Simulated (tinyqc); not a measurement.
Ballistic conductance of a hard-wall wire of circular section by counting modes: conductance against size.

Subband edges E_(l,s) = C (j_(l,s)/a)^2/m with j_(l,s) the s-th zero of the Bessel function J_l; levels with l > 0 count twice; C = hbar^2/(2 m0). Every mode transmits fully; spin gives the factor 2 in 2 q^2/h, valleys the factor gv.

G = (2 q^2/h) gv M; at zero temperature M counts the edges below Ef, at T it is the sum of degeneracy times f. The smooth (Sharvin) count is kF^2 A/(4 pi), kF = sqrt(m Ef/C), A = pi a^2, perimeter p = 2 pi a, and with the boundary term kF^2 A/(4 pi) - kF p/(4 pi). f = 1/(1 + exp((E_n - Ef)/Vt)).

Parameters, values chosen for the exercise:
```
symbol  value  unit                                meaning
T         300     K                            temperature
m        0.19    m0                                   mass
gv          1                                      valleys
Ef       0.31    eV  Fermi energy above the bulk band edge
```

Constants: q = 1.602176634e-19 C, kB = 1.380649e-23 J/K, hbar = 1.054571817e-34 J s, h = 6.62607015e-34 J s, m0 = 9.1093837015e-31 kg, Vt = kB T/q, hbar^2/(2 m0) = 0.0380998212 eV nm^2. Results are converted to the units shown.

Results:
```
a (nm),M at T = 0,M at T,smooth count,with boundary term,G (uS)
1.5,0,3.5407e-4,0.86959,-0.062928,0.027434
2.2,1,0.93840,1.8706,0.50289,72.708
2.9,1,1.3489,3.2503,1.4475,104.51
3.5,3,2.8917,4.7344,2.5586,224.05
4.2,5,4.3887,6.8176,4.2065,340.04
4.9,6,6.3533,9.2795,6.2333,492.26
6.3,12,11.575,15.340,11.423,896.87
7,15,14.830,18.938,14.586,1149.0
7.7,17,18.253,22.915,18.128,1414.2
8.4,23,22.257,27.270,22.048,1724.5
```

Estimate the missing row, a = 5.6 nm.

Computed row:
```
a (nm),M at T = 0,M at T,smooth count,with boundary term,G (uS)
5.6,8,8.8351,12.120,8.6388,684.55
```

With this row back in the table: The integer count climbs from 0 to 23 in steps, and G from 0.0274 to 1720 uS. In the last row M at T is 18 % below the smooth count and 0.95 % above the count with the boundary term: hard walls push the wave away from the edge and cost modes. The largest gap between M at T and the integer count is 1.3. In every row Ef exceeds 0.3 eV, where real bands are no longer parabolic.

Program tinyqc, `OMP_NUM_THREADS=1 python tinyqc.py 2740031 2740032 out.jsonl`; Intel Xeon 2.30GHz, shared host, one thread, about 0.04 s.
